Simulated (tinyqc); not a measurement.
# From one set of inputs to another, one input at a time

Model: sputter depth profiling of a dopant layer: erosion rate, quantification and the mixing-roughness response. Computed by tinyqc, a small Python program. Command: `OMP_NUM_THREADS=1 python tinyqc.py 3008688 3008689 out.jsonl sims ladder`. One thread of a shared host (Intel(R) Xeon(R) Processor @ 2.30GHz), about 0.2 s of CPU time with the checks.

A rastered ion beam erodes silicon (49.94 atoms per nm^3). The measured profile is the true one convolved with a depth response.

The inputs printed are set A. Inputs not listed in the table keep their values of set A, so the rows need not describe a real material.

Inputs (values chosen for the exercise, modelled on a dopant in silicon under an oxygen or caesium beam): beam energy E = 0.55 keV; beam current = 490 nA; raster side = 300 um; sputter yield at 1 keV = 0.55; mixing length at 1 keV = 1.6 nm; roughness sigma = 0.95 nm; depth of the top edge z0 = 23 nm; box width b = 8.4 nm; box concentration C = 5.4e+19 1/cm^3; relative sensitivity factor RSF = 1.8e+21 1/cm^3; matrix count rate = 3.1e+06 1/s; background count rate = 2.3 1/s; counting time per point = 0.5 s; level that defines the junction C_B = 1e+17 1/cm^3.

True profile: box.

Constants: e = 1.602176634e-19 C.

Method:
- Scaling chosen for the exercise: yield Y = Y1 E^0.5, mixing length w = w1 E^0.5 (E in keV).
- Erosion rate = Y I/(e x raster^2 x density); depth step = rate x counting time; concentration = RSF x counts/matrix counts; detection limit = RSF x 3 sqrt(background x time)/(matrix rate x time).
- Mixing alone turns a layer at z0 into (1/w) exp(-(z - z0 + w)/w) for z > z0 - w; roughness adds a Gaussian of width sigma. With x = z - z0 + w: g(x) = (1/(2w)) exp(sigma^2/(2 w^2) - x/w) erfc((sigma/w - x/sigma)/sqrt2), and its integral G(x) = (1/2) erfc(-x/(sigma sqrt2)) - w g(x). Measured: C [G(x) - G(x - b)].
- Find the maximum, the full width at half maximum and the deep point where the profile falls to C_B; far down, the trailing edge decays by w ln(10) per decade.

Each row keeps all changes above it:
```
input moved                                      from       to  peak concentration (1/cm^3)  apparent junction depth (nm)  erosion rate (nm/s)
set A                                               -        -                   5.3480e+19                        38.058              0.27755
beam energy E (keV)                              0.55        7                   4.3584e+19                        53.281              0.99016
box concentration C (1/cm^3)                  5.4e+19  4.9e+20                   3.9549e+20                        62.617              0.99016
mixing length at 1 keV (nm)                       1.6      1.9                   3.7084e+20                        68.129              0.99016
box width b (nm)                                  8.4       17                   4.6506e+20                        77.603              0.99016
roughness sigma (nm)                             0.95     0.37                   4.7044e+20                        77.527              0.99016
beam current (nA)                                 490       26                   4.7044e+20                        77.527              0.05254
level that defines the junction C_B (1/cm^3)    1e+17    2e+16                   4.7044e+20                        85.617              0.05254
```

Where does the difference come from?

Peak concentration goes from 5.35e19 to 4.70e20, a factor 8.80 in all. The largest single move comes from box concentration C (a factor 9.07). Apparent junction depth goes from 38.1 to 85.6, a factor 2.25 in all. The largest single move comes from beam energy E (a factor 1.40). Erosion rate goes from 0.278 to 0.0525, a factor 0.189 in all. The largest single move comes from beam current (a factor 0.0531), and beam energy E works against it (a factor 3.57). The single moves hold for this order of the switches; the total does not depend on the order.

Extremes, crossings and ranges named in words are read from the listed rows.
